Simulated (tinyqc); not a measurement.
From results back to parameters: Shockley-Read-Hall recombination through one deep level. Two cases, with inputs chosen for the exercise.

Problem. Deep-level transient spectroscopy: the emission rate is en = gam sigma T^2 exp(-dE/kB T), dE = Ec - Et. Two rates were computed from hidden dE and sigma.

Constants: kB = 8.617333262e-05 eV/K.

Find: ln(en/T^2) at T1 and T2; dE; sigma.

Method. ln(en/T^2) against 1/T is a line of slope -dE/kB and intercept ln(gam sigma); plotting ln en alone would overstate dE by about 2 kB T.

Case 1.

Values chosen (out of a larger set: gap and densities of states near those of Si at this temperature; not measured data):
- gam = 5e+21 1/(cm^2 s K^2) (vth Nc/T^2, which does not depend on T)
- T1 = 202 K
- T2 = 241 K

en(T1) = 1.67204 1/s
en(T2) = 115.940 1/s

Solution.

ln(en/T^2) at T1 and T2: -10.1025  -6.2165

dE = 0.418 eV
sigma = 2.2e-16 cm^2

Case 2.

Values chosen (out of a larger set: gap and densities of states near those of GaAs at this temperature; not measured data):
- gam = 6.4e+19 1/(cm^2 s K^2) (vth Nc/T^2, which does not depend on T)
- T1 = 295 K
- T2 = 351 K

en(T1) = 0.0771414 1/s
en(T2) = 5.05395 1/s

Solution.

ln(en/T^2) at T1 and T2: -13.9361  -10.1014

dE = 0.611 eV
sigma = 3.8e-16 cm^2

Computed by tinyqc, one run a case: `OMP_NUM_THREADS=1 python tinyqc.py N N+1 out.jsonl` with N = 1650156, 1650158; one thread of a shared Intel(R) Xeon(R) Processor @ 2.30GHz, about 0.01 s a run at most.
